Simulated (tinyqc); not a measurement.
Worked calculation (part 2 of 2): CCSD on RHF in the sto-3g basis, for H6, spin multiplicity 1. Computed by tinyqc, a small Python program that keeps every step (integrals from PySCF). Command: `OMP_NUM_THREADS=1 python tinyqc.py 31003 31004 out.jsonl` (the two numbers bound the seeds that draw the settings). One thread of a shared host (Intel(R) Xeon(R) Processor @ 2.60GHz), about 0.2 s of CPU time with the checks.

Geometry (angstrom):

| atom | x | y | z |
|---|---|---|---|
| H | 0.0000 | 0.0000 | 0.0000 |
| H | 0.0000 | 0.0000 | 0.8900 |
| H | 0.0000 | 0.0000 | 1.9740 |
| H | 0.0000 | 0.0000 | 2.8650 |
| H | 0.0000 | 0.0000 | 3.9480 |
| H | 0.0000 | 0.0000 | 4.8390 |

## CCSD: amplitude update 1

Starting amplitudes (spin orbitals 1a, 1b, ...; amplitudes related by a flip of all spins are not repeated; the 24 largest):

| from | to | t |
|---|---|---|
| 3a 3b | 4a 4b | -0.0643 |
| 2a 2b | 4a 4b | -0.0457 |
| 1a 1b | 4a 4b | -0.0411 |
| 2a 3b | 4a 5b | 0.0386 |
| 3a 3b | 5a 5b | -0.0380 |
| 2a 2b | 5a 5b | -0.0353 |
| 1a 3b | 4a 6b | 0.0309 |
| 3a 3b | 6a 6b | -0.0276 |
| 1a 2b | 4a 5b | -0.0248 |
| 2a 3b | 5a 6b | 0.0201 |
| 2a 3a | 4a 5a | 0.0197 |
| 1a 1b | 6a 6b | -0.0190 |
| 1a 1b | 5a 5b | -0.0190 |
| 2a 3b | 4b 5a | -0.0189 |
| 1a 3b | 4b 6a | -0.0184 |
| 1a 2b | 5a 6b | -0.0154 |
| 1a 2b | 4b 5a | 0.0153 |
| 2a 2b | 6a 6b | -0.0147 |
| 1a 3a | 4a 6a | 0.0125 |
| 2a 2b | 4a 6b | -0.0117 |
| 2a 3b | 5b 6a | -0.0116 |
| 1a 3b | 5a 5b | 0.0112 |
| 1a 1b | 4a 6b | 0.0108 |
| 1a 2b | 5b 6a | 0.0104 |

orbital energies (hartree): MO1 -0.6764, MO2 -0.5569, MO3 -0.3829, MO4 0.3096, MO5 0.6697, MO6 1.0901

Given earlier and not repeated: Two-electron integrals over orbitals (pq|rs).

t_i^a D_i^a and t_ij^ab D_ij^ab are set to the remaining terms of the spin-orbital equations, evaluated with the old amplitudes; for the doubles these are <ij||ab> + 1/2 <ab||ef> t_ij^ef + 1/2 <mn||ij> t_mn^ab + P(ij)P(ab) <mb||ej> t_im^ae + terms in t^2 + terms with t1, D the orbital-energy denominators.

Amplitudes after update 1 (spin orbitals 1a, 1b, ...; amplitudes related by a flip of all spins are not repeated; the 24 largest):

| from | to | t |
|---|---|---|
| 3a 3b | 4a 4b | -0.0928 |
| 2a 2b | 4a 4b | -0.0564 |
| 2a 3b | 4a 5b | 0.0546 |
| 1a 1b | 4a 4b | -0.0489 |
| 2a 2b | 5a 5b | -0.0477 |
| 3a 3b | 5a 5b | -0.0451 |
| 1a 3b | 4a 6b | 0.0441 |
| 1a 2b | 4a 5b | -0.0319 |
| 2a 3b | 4b 5a | -0.0316 |
| 3a 3b | 6a 6b | -0.0305 |
| 1a 3b | 4b 6a | -0.0285 |
| 1a 1b | 6a 6b | -0.0248 |
| 2a 3b | 5a 6b | 0.0247 |
| 2a 3a | 4a 5a | 0.0230 |
| 1a 1b | 5a 5b | -0.0230 |
| 1a 2b | 5a 6b | -0.0213 |
| 1a 2b | 4b 5a | 0.0209 |
| 2a 2b | 4a 6b | -0.0190 |
| 1a 3b | 5a 5b | 0.0184 |
| 2a 2b | 6a 6b | -0.0169 |
| 1a 3a | 4a 6a | 0.0156 |
| 2a 3b | 5b 6a | -0.0151 |
| 1a 2b | 5b 6a | 0.0150 |
| 1a 1b | 4a 6b | 0.0145 |

correlation energy = -0.069657 hartree

## CCSD: amplitude update 2

As before.

Amplitudes after update 2 (spin orbitals 1a, 1b, ...; amplitudes related by a flip of all spins are not repeated; the 24 largest):

| from | to | t |
|---|---|---|
| 3a 3b | 4a 4b | -0.1083 |
| 2a 3b | 4a 5b | 0.0610 |
| 2a 2b | 4a 4b | -0.0602 |
| 2a 2b | 5a 5b | -0.0530 |
| 1a 1b | 4a 4b | -0.0506 |
| 1a 3b | 4a 6b | 0.0489 |
| 3a 3b | 5a 5b | -0.0473 |
| 2a 3b | 4b 5a | -0.0372 |
| 1a 2b | 4a 5b | -0.0337 |
| 1a 3b | 4b 6a | -0.0320 |
| 3a 3b | 6a 6b | -0.0307 |
| 1a 1b | 6a 6b | -0.0276 |
| 2a 3b | 5a 6b | 0.0256 |
| 1a 1b | 5a 5b | -0.0248 |
| 1a 2b | 5a 6b | -0.0238 |
| 2a 3a | 4a 5a | 0.0237 |
| 1a 2b | 4b 5a | 0.0223 |
| 2a 2b | 4a 6b | -0.0215 |
| 1a 3b | 5a 5b | 0.0209 |
| 2a 2b | 6a 6b | -0.0178 |
| 1a 2b | 5b 6a | 0.0169 |
| 1a 3a | 4a 6a | 0.0168 |
| 2a 3b | 5b 6a | -0.0158 |
| 1a 1b | 4a 6b | 0.0155 |

correlation energy = -0.076200 hartree

## CCSD: amplitude update 3

t_i^a D_i^a and t_ij^ab D_ij^ab are set to the remaining terms of the spin-orbital equations, evaluated with the old amplitudes; for the doubles these are <ij||ab> + 1/2 <ab||ef> t_ij^ef + 1/2 <mn||ij> t_mn^ab + P(ij)P(ab) <mb||ej> t_im^ae + terms in t^2 + terms with t1, D the orbital-energy denominators. DIIS then mixes the stored amplitudes.

DIIS coefficients: -0.7337  1.7337

Amplitudes after update 3 (spin orbitals 1a, 1b, ...; amplitudes related by a flip of all spins are not repeated; the 24 largest):

| from | to | t |
|---|---|---|
| 3a 3b | 4a 4b | -0.1214 |
| 2a 3b | 4a 5b | 0.0659 |
| 2a 2b | 4a 4b | -0.0619 |
| 2a 2b | 5a 5b | -0.0567 |
| 1a 3b | 4a 6b | 0.0522 |
| 1a 1b | 4a 4b | -0.0503 |
| 3a 3b | 5a 5b | -0.0480 |
| 2a 3b | 4b 5a | -0.0416 |
| 1a 2b | 4a 5b | -0.0345 |
| 1a 3b | 4b 6a | -0.0343 |
| 3a 3b | 6a 6b | -0.0300 |
| 1a 1b | 6a 6b | -0.0298 |
| 2a 3b | 5a 6b | 0.0260 |
| 1a 2b | 5a 6b | -0.0258 |
| 1a 1b | 5a 5b | -0.0257 |
| 2a 3a | 4a 5a | 0.0243 |
| 2a 2b | 4a 6b | -0.0229 |
| 1a 2b | 4b 5a | 0.0229 |
| 1a 3b | 5a 5b | 0.0223 |
| 1a 2b | 5b 6a | 0.0185 |
| 2a 2b | 6a 6b | -0.0182 |
| 1a 3a | 4a 6a | 0.0179 |
| 1a 1b | 4a 6b | 0.0160 |
| 2a 3b | 5b 6a | -0.0160 |

correlation energy = -0.080597 hartree

## CCSD: convergence

E_corr = 1/4 sum <ij||ab> t_ij^ab + 1/2 sum <ij||ab> t_i^a t_j^b; stop when the norm of the change is below 1e-8.

Course of the amplitude iterations:

| update | correlation energy (hartree) | norm of the change |
|---|---|---|
| 0 | -0.052209 | - |
| 1 | -0.069657 | 1.15e-01 |
| 2 | -0.076200 | 4.83e-02 |
| 3 | -0.080597 | 2.14e-02 |
| 4 | -0.080588 | 3.64e-03 |
| 5 | -0.080577 | 1.17e-03 |
| 6 | -0.080584 | 2.94e-04 |
| 7 | -0.080586 | 9.28e-05 |
| 8 | -0.080586 | 2.47e-05 |
| 9 | -0.080586 | 6.89e-06 |
| 10 | -0.080586 | 1.73e-06 |
| 11 | -0.080586 | 7.48e-07 |
| 12 | -0.080586 | 3.13e-07 |
| 13 | -0.080586 | 1.21e-07 |
| 14 | -0.080586 | 3.21e-08 |
| 15 | -0.080586 | 1.26e-08 |
| 16 | -0.080586 | 4.20e-09 |

Converged amplitudes (spin orbitals 1a, 1b, ...; amplitudes related by a flip of all spins are not repeated; the 24 largest):

| from | to | t |
|---|---|---|
| 3a 3b | 4a 4b | -0.1243 |
| 2a 3b | 4a 5b | 0.0665 |
| 2a 2b | 4a 4b | -0.0610 |
| 2a 2b | 5a 5b | -0.0570 |
| 1a 3b | 4a 6b | 0.0525 |
| 1a 1b | 4a 4b | -0.0490 |
| 3a 3b | 5a 5b | -0.0473 |
| 2a 3b | 4b 5a | -0.0416 |
| 1a 3b | 4b 6a | -0.0341 |
| 1a 2b | 4a 5b | -0.0339 |
| 1a 1b | 6a 6b | -0.0300 |
| 3a 3b | 6a 6b | -0.0294 |
| 1a 2b | 5a 6b | -0.0261 |
| 1a 1b | 5a 5b | -0.0257 |
| 2a 3b | 5a 6b | 0.0255 |
| 2a 3a | 4a 5a | 0.0249 |
| 2a 2b | 4a 6b | -0.0225 |
| 1a 2b | 4b 5a | 0.0222 |
| 1a 3b | 5a 5b | 0.0219 |
| 1a 2b | 5b 6a | 0.0186 |
| 1a 3a | 4a 6a | 0.0184 |
| 2a 2b | 6a 6b | -0.0182 |
| 1a 1b | 4a 6b | 0.0158 |
| 2a 3b | 5b 6a | -0.0155 |

CCSD total energy = -3.299632 hartree

T1 diagnostic, norm of the one-spin t1 over sqrt(correlated electrons) = 0.0006

Converged in 16 updates, with DIIS from the third.
